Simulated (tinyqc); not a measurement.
## Junction parameters from two forward currents

Question. D(v) = J1 (exp(v/Vt) - 1) + J2 (exp(v/(2 Vt)) - 1). Find J1, J2 and the voltage 2 Vt ln(J2/J1) near which both parts are equal.

Values chosen for this exercise:
```
symbol  value  unit      meaning
T         358     K  temperature
```

Constants: q = 1.602176634e-19 C, kB = 1.380649e-23 J/K, Vt = kB T/q. Results are converted to the units shown.

junction voltages (V): 0.25  0.71
currents (uA/um): 1.0032380e-7  0.029821892

Answer. The current is linear in J1 and J2, so two points give two equations.

J1 = 3.000e-12 uA/um
J2 = 1.600e-9 uA/um
crossover = 0.3874 V

Computed by the program tinyqc: `OMP_NUM_THREADS=1 python tinyqc.py 2182133 2182134 out.jsonl`, one thread of a shared Intel Xeon 2.30GHz, about 0.2 s for the whole run.
